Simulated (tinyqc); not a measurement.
Equilibrium crystal shape, supported particles, Gibbs-Thomson effect and coarsening. Inputs raised by 5 %, one at a time. Computed by tinyqc, a small Python program. Command: `OMP_NUM_THREADS=1 python tinyqc.py 3028760 3028761 out.jsonl wulff sens`. One thread of a shared host (Intel(R) Xeon(R) Processor @ 2.30GHz), about 0.1 s of CPU time with the checks.

A cubic crystal bounded by {100}, {110} and {111} facets only.

Inputs (values chosen for the exercise, for a model cubic crystal): atomic volume Omega = 20.02 angstrom^3; atoms in the particle N = 3000; temperature T = 550 K; precipitate interface energy gamma_i = 0.052 J/m^2; solubility x_inf at a flat interface = 3.3e-05; diffusivity D = 3.3e-19 m^2/s; mean radius at the start r0 = 8.9 nm; time t = 3100 s.

Surface energies: given.

surface energies gamma(100), gamma(110), gamma(111) (J/m^2): [1.54, 1.28, 1.25]

Constants: e = 1.602176634e-19 C; k_B = 8.617333262e-05 eV/K; k_B = 1.380649e-23 J/K.

Method:
- The energies and Omega are given.
- Wulff construction: the facet planes lie at distances lambda gamma from the centre, and the shape is the region inside all of them; V = (1/3) sum of area x distance. gamma_mean = sum A gamma / sum A; shape factor eta = A/V^(2/3) (4.836 for a sphere). lambda follows from V = N Omega.
- For the Wulff shape mu - mu(bulk) = 2 Omega gamma/h, with gamma and h = lambda gamma the energy and distance of any one facet plane, here (111); the vapour pressure rises by exp[(mu - mu(bulk))/(k_B T)].
- Spherical precipitates of nearly pure solute with atomic volume Omega: x(r) = x_inf exp(l/r), l = 2 gamma_i Omega/(k_B T). Diffusion-limited coarsening at small volume fraction (Lifshitz-Slyozov-Wagner): r^3 = r0^3 + K t, K = (4/9) D x_inf l; the number density falls as (r0/r)^3. The steady size distribution is assumed from the start, and D and x_inf are inputs that do not follow T.

Runs:
```
input moved                                      from         to  pressure ratio  gamma_mean (J/m^2)  mean radius at t (nm)  number density over its start
base run                                            -          -           19.64               1.288                  8.900                         1.0000
atomic volume Omega (angstrom^3)                20.02     21.021           21.68               1.288                  8.900                         1.0000
atoms in the particle N                          3000       3150           18.72               1.288                  8.900                         1.0000
temperature T (K)                                 550      577.5           17.05               1.288                  8.900                         1.0000
precipitate interface energy gamma_i (J/m^2)    0.052     0.0546           19.64               1.288                  8.900                         1.0000
solubility x_inf at a flat interface          3.3e-05  3.465e-05           19.64               1.288                  8.900                         1.0000
diffusivity D (m^2/s)                         3.3e-19  3.465e-19           19.64               1.288                  8.900                         1.0000
mean radius at the start r0 (nm)                  8.9      9.345           19.64               1.288                  9.345                         1.0000
```

Exponents ln(y'/y) / ln(x'/x):
```
input                                 pressure ratio  gamma_mean  mean radius at t  number density over its start
atomic volume Omega                            2.018           0                 0                              0
atoms in the particle N                       -0.985           0                 0                              0
temperature T                                 -2.906           0                 0                              0
precipitate interface energy gamma_i           0.000           0                 0                              0
solubility x_inf at a flat interface           0.000           0                 0                              0
diffusivity D                                  0.000           0                 0                              0
mean radius at the start r0                    0.000           0                 1                              0
```

Which inputs matter most for each result?

Among the inputs moved here: pressure ratio answers most in size to temperature T (exponent -2.906), next to atomic volume Omega (+2.018); its exponent is below 0.0005 for precipitate interface energy gamma_i, solubility x_inf at a flat interface, diffusivity D, mean radius at the start r0. gamma_mean hardly depends on these (all exponents below 0.005). Mean radius at t answers most in size to mean radius at the start r0 (exponent +1.000); its exponent is below 0.0005 for atomic volume Omega, atoms in the particle N, temperature T, precipitate interface energy gamma_i, solubility x_inf at a flat interface, diffusivity D. number density over its start hardly depends on these (all exponents below 0.005).

Caution (all rows): below a few thousand atoms edges and corners add to the energy and facets hold few atoms.
